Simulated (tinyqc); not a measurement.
sp3s* tight binding: one step. Levels at this k. The numbers come from values chosen for the exercise (near a published set for Si, fitted to gaps, whose masses and valley positions are rough; spin-orbit coupling, where it is added without a refit, lifts the valence top and shrinks all gaps by about a third of the splitting).

H(k) (eV), rows sa, xa, ya, za, s*a, sc, xc, yc, zc, s*c and columns alike:
```
[[-4.260000, 0, 0, 0, 0, -6.103343, 2.528583i, 2.528583i, -1.495400, 0],
 [0, 1.723000, 0, 0, 0, -2.528583i, 1.272086, -1.192485, 2.016382i, -2.331414i],
 [0, 0, 1.723000, 0, 0, -2.528583i, -1.192485, 1.272086, 2.016382i, -2.331414i],
 [0, 0, 0, 1.723000, 0, 1.495400, 2.016382i, 2.016382i, 1.272086, 1.378794],
 [0, 0, 0, 0, 6.637000, 0, 2.331414i, 2.331414i, -1.378794, 0],
 [-6.103343, 2.528583i, 2.528583i, 1.495400, 0, -4.260000, 0, 0, 0, 0],
 [-2.528583i, 1.272086, -1.192485, -2.016382i, -2.331414i, 0, 1.723000, 0, 0, 0],
 [-2.528583i, -1.192485, 1.272086, -2.016382i, -2.331414i, 0, 0, 1.723000, 0, 0],
 [-1.495400, -2.016382i, -2.016382i, 1.272086, -1.378794, 0, 0, 0, 1.723000, 0],
 [0, 2.331414i, 2.331414i, 1.378794, 0, 0, 0, 0, 0, 6.637000]]
```

Task: Diagonalise H, which belongs to k = (0.34, 0.34, 0) (2 pi/a). Four bands are filled (two electrons each); give the make-up of band 5, the lowest empty one.

Give: levels; weights of band 5; weight of band 5 on atom a.

Result:

levels (eV): [-11.4273, -4.1398, -1.7873, -0.7416, 2.4035, 3.4525, 4.1876, 5.0850, 8.7212, 9.3382]

weights of band 5: s 0.047, p 0.591, s* 0.362

weight of band 5 on atom a = 0.500

The vertical gap at this k is 3.1451 eV; band 5 is mostly p-like.

Computed by tinyqc, a small Python program: `OMP_NUM_THREADS=1 python tinyqc.py 1482689 1482690 out.jsonl` (the numbers bound the seed that draws the inputs); one thread of a shared host (Intel(R) Xeon(R) Processor @ 2.30GHz), about 0.1 s for the whole set of steps.
